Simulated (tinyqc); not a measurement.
Worked calculation: Ewald sum of point charges, caesium chloride lattice. Computed by tinyqc, a small Python program that keeps every step. Command: `OMP_NUM_THREADS=1 python tinyqc.py 31229 31230 out.jsonl` (the two numbers bound the seeds that draw the settings). One thread of a shared host (Intel(R) Xeon(R) Processor @ 2.60GHz), about 0.03 s of CPU time with the checks.

## Ewald sum with eta = 0.417 1/bohr

cell vectors (rows) (bohr):
```
         1        2        3
1  9.06000  0.00000  0.00000
2  0.00000  9.06000  0.00000
3  0.00000  0.00000  9.06000
```

Charges:

| q | f1 | f2 | f3 |
|---|---|---|---|
| 1.00000 | 0.00000 | 0.00000 | 0.00000 |
| -1.00000 | 0.50000 | 0.50000 | 0.50000 |

Real space: 1/2 sum q_i q_j erfc(eta r)/r over all images with r > 0; reciprocal space: (2 pi/V) sum_(G != 0) exp(-G^2/4 eta^2)/G^2 |S(G)|^2 with S(G) = sum q exp(i G.r); self term -eta/sqrt(pi) sum q^2; background -pi Q^2/(2 V eta^2), Q the total charge.

Real-space shells (first ones):

| r (bohr) | pairs | sum (hartree) |
|---|---|---|
| 7.84619 | 16 | -3.78e-06 |
| 9.06000 | 12 | 6.06e-08 |
| 12.81277 | 24 | 0 |

Reciprocal shells (first ones that count):

| G^2 (1/bohr^2) | vectors | sum (hartree) |
|---|---|---|
| 0.48095 | 6 | 0.21116 |
| 1.44286 | 8 | 0.02354 |
| 2.40477 | 24 | 0.01063 |
| 4.32858 | 30 | 0.00046 |
| 5.29049 | 24 | 0.00008 |
| 6.25240 | 24 | 1.62e-05 |
| 8.17621 | 48 | 1.56e-06 |
| 9.13812 | 24 | 1.75e-07 |
| 10.10003 | 48 | 7.93e-08 |
| 12.02384 | 30 | 2.62e-09 |
| 12.98575 | 32 | 6.49e-10 |
| 13.94766 | 72 | 3.41e-10 |

## The total does not depend on eta

The same sums for other eta.

Totals (hartree per cell):

| eta | real | reciprocal | self | background | total |
|---|---|---|---|---|---|
| 0.41700 | -3.72e-06 | 0.24588 | -0.47053 | 0.00000 | -0.2246536 |
| 0.51600 | -1.05e-08 | 0.35759 | -0.58224 | 0.00000 | -0.2246536 |
| 0.71800 | 0 | 0.58552 | -0.81018 | 0.00000 | -0.2246536 |

shortest distance = 7.84619 bohr

Madelung constant -E d / (formula units |q+ q-|) = 1.76267
